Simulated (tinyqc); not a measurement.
Shockley-Read-Hall recombination through one deep level: sweeps and comparisons. A value that a table varies takes the place of the one given here.

One level at Et with degeneracy 1: tn = 1/(sn vth Nt), tp = 1/(sp_ vth Nt), n1 = Nc exp((Et - Eg)/kT), p1 = Nv exp(-Et/kT), ni^2 = n1 p1. Equilibrium p0 = Nm, n0 = ni^2/Nm; n = n0 + dn, p = p0 + dn. U = (n p - ni^2)/(tp (n + n1) + tn (p + p1)), lifetime dn/U; emission rates en = sn vth n1, ep = sp_ vth p1.

Constants: kB = 8.617333262e-05 eV/K.

Values chosen for the exercise (gap and densities of states near those of Ge at this temperature; shifted at random, so the results belong to these values and not to a real crystal):
- E1 = 0.264 eV (level (+1/0) above Ev)
- E2 = 0.392 eV (level (0/-1) above Ev)
- gm = 2 (degeneracy of the middle state, the others 1)
- T = 300 K
- Eg = 0.657 eV (gap)
- Nc = 1.11e+19 1/cm^3 (conduction-band density of states)
- Nv = 4.72e+18 1/cm^3 (valence-band density of states)
- Nd = -4.3e+14 1/cm^3 (ionised shallow donors minus acceptors)
- Et = 0.264 eV (recombination level above Ev)
- Nt = 2.4e+13 1/cm^3 (defects)
- sn = 2.9e-14 cm^2 (electron capture cross-section)
- sp_ = 3.8e-16 cm^2 (hole capture cross-section)
- vth = 15000000 cm/s (thermal velocity, both carriers)
- Nm = 1.9e+15 1/cm^3 (equilibrium holes for the lifetime steps)
- dn = 1.5e+12 1/cm^3 (excess pairs)

## Charge state against the Fermi level (deep level with several charge states)

Energies from Ev. The defect has charge states +1, 0, -1 with weights 1, gm exp((EF - E1)/kT), exp((2 EF - E1 - E2)/kT); the shares are the weights over their sum. Boltzmann carriers: n = Nc exp((EF - Eg)/kT), p = Nv exp(-EF/kT). Neutrality: p - n + Nd + Nt <q> = 0.

Shares:

| EF (eV) | +1 | 0 | -1 | <q> |
|---|---|---|---|---|
| 0.039 | 1.000 | 0.000 | 0.000 | 1.000 |
| 0.092 | 0.997 | 0.003 | 0.000 | 0.997 |
| 0.145 | 0.980 | 0.020 | 0.000 | 0.980 |
| 0.197 | 0.870 | 0.130 | 0.000 | 0.870 |
| 0.250 | 0.462 | 0.537 | 0.001 | 0.461 |
| 0.302 | 0.102 | 0.885 | 0.014 | 0.088 |
| 0.355 | 0.013 | 0.882 | 0.105 | -0.092 |
| 0.407 | 0.001 | 0.528 | 0.471 | -0.470 |
| 0.460 | 0.000 | 0.126 | 0.874 | -0.874 |
| 0.512 | 0.000 | 0.019 | 0.981 | -0.981 |
| 0.565 | 0.000 | 0.002 | 0.998 | -0.998 |
| 0.618 | 0.000 | 0.000 | 1.000 | -1.000 |

Where the levels are several kT apart the middle state rules between about E1 - kT ln gm = 0.246 and E2 + kT ln gm = 0.410 eV; its largest share listed is 0.885. Each step spreads from 10 % to 90 % over 4.4 kT = 0.114 eV.

## Defects against doping (deep level with several charge states)

Nt takes the listed multiples of |Nd|; the resistivity uses mobilities of 1000 (electrons) and 300 (holes) cm^2/(V s), chosen for the exercise, and e = 1.602176634e-19 C.

Neutral state:

| Nt/\|Nd\| | EF (eV) | n (1/cm^3) | p (1/cm^3) | rho (ohm cm) |
|---|---|---|---|---|
| 0.01 | 0.2406 | 1.12e+12 | 4.29e+14 | 48.1 |
| 0.10 | 0.2419 | 1.18e+12 | 4.08e+14 | 50.5 |
| 0.30 | 0.2447 | 1.32e+12 | 3.65e+14 | 56.3 |
| 0.60 | 0.2490 | 1.55e+12 | 3.10e+14 | 66.0 |
| 0.90 | 0.2530 | 1.82e+12 | 2.65e+14 | 76.8 |
| 1.10 | 0.2556 | 2.01e+12 | 2.40e+14 | 84.4 |
| 1.50 | 0.2604 | 2.42e+12 | 1.99e+14 | 100 |
| 3.00 | 0.2743 | 4.13e+12 | 1.16e+14 | 160 |
| 10.00 | 0.3008 | 1.15e+13 | 4.17e+13 | 260 |

EF goes from 0.241 to 0.301 eV and the resistivity from 48.1 to 260 ohm cm, with a largest value of 260. The largest move of EF, +0.027 eV, comes between Nt/|Nd| = 3 and 10; the levels lie at 0.264 and 0.392 eV. A defect can take up to one carrier of either sign, so the doping can be cancelled no earlier than Nt = |Nd|, there only if EF lies well beyond the level that takes the carriers and otherwise at larger Nt (mean charge +0.09 in the last row).

## Lifetime against injection

Recombination:

| dn (1/cm^3) | lifetime (microsecond) | U (1/(cm^3 s)) |
|---|---|---|
| 1.0e+11 | 0.1165 | 8.58e+17 |
| 1.0e+12 | 0.1200 | 8.33e+18 |
| 1.0e+13 | 0.1543 | 6.48e+19 |
| 1.0e+14 | 0.4806 | 2.08e+20 |
| 1.0e+15 | 2.630 | 3.80e+20 |
| 1.0e+16 | 6.242 | 1.60e+21 |
| 1.0e+17 | 7.270 | 1.38e+22 |
| 1.0e+18 | 7.392 | 1.35e+23 |

The lifetime rises from 0.1165 to 7.392 microsecond; tn + tp = 7.406. At low injection it is tn (1 + p1/p0) + tp n1/p0 with n1/Nm = 0.0015 and p1/Nm = 0.091: re-emission lengthens it to 1.22 times the minority capture time. Auger and radiative paths are left out; they cut in at the highest injections, and in a doped direct-gap crystal the radiative one counts at all injections. dn = dp neglects trapped charge, which matters where the traps hold a charge comparable with dn, at low injection and with very unequal cross sections.

## Where a level does most harm

Et takes the values listed; G = Nt en ep/(en + ep) in a depleted region; the lifetime is for dn = 1e11 1/cm^3.

Results:

| Et (eV) | lifetime (microsecond) | G (1/(cm^3 s)) |
|---|---|---|
| 0.039 | 52.7 | 4.81e+15 |
| 0.092 | 6.87 | 3.74e+16 |
| 0.145 | 0.969 | 2.90e+17 |
| 0.197 | 0.215 | 2.15e+18 |
| 0.250 | 0.118 | 1.19e+19 |
| 0.302 | 0.146 | 5.23e+18 |
| 0.355 | 0.458 | 7.01e+17 |
| 0.407 | 2.79 | 9.39e+16 |
| 0.460 | 21.0 | 1.21e+16 |
| 0.512 | 157 | 1.62e+15 |
| 0.565 | 1.22e+03 | 2.08e+14 |
| 0.618 | 9.45e+03 | 2.68e+13 |

Generation peaks where en = ep, at Eg/2 + (kT/2) ln(sp_ Nv/(sn Nc)) = 0.261 eV; the largest value listed is at 0.250 eV, and G falls by a decade for each 0.060 eV away from the peak. The lifetime is within a factor 2 of its minimum, 0.118 microsecond, from 0.197 to 0.302 eV: recombination tolerates a wide range of Et, generation a narrow one.

## What moves lifetime and leakage

G = Nt en ep/(en + ep). Each row changes one parameter from the base and keeps the others.

Results:

| case | lifetime (microsecond) | G (1/(cm^3 s)) |
|---|---|---|
| base | 0.1219 | 1.30e+19 |
| Et = 0.304 eV | 0.1545 | 4.87e+18 |
| sn = 5.8e-14 cm^2 | 0.06966 | 1.68e+19 |
| sp_ = 7.6e-16 cm^2 | 0.1132 | 1.80e+19 |
| Nt = 1.2e+13 1/cm^3 | 0.2438 | 6.52e+18 |
| Nm = 5.7e+15 1/cm^3 | 0.1043 | 1.30e+19 |
| dn = 4.5e+12 1/cm^3 | 0.1334 | 1.30e+19 |

The largest shifts from the base row, up to three for each result and ties (the steps differ in size, so this ranks the rows, not the parameters). lifetime (microsecond): Nt +0.122, sn -0.0523, Et +0.0326. G (1/(cm^3 s)): Et -8.17e+18, Nt -6.52e+18, sp_ +4.94e+18; unchanged at the printed digits by Nm and dn.

Computed by tinyqc, a small Python program: `OMP_NUM_THREADS=1 python tinyqc.py 1682096 1682097 out.jsonl` (the numbers bound the seed that draws the inputs); one thread of a shared host (Intel(R) Xeon(R) Processor @ 2.30GHz), about 0.01 s for the whole set of steps.
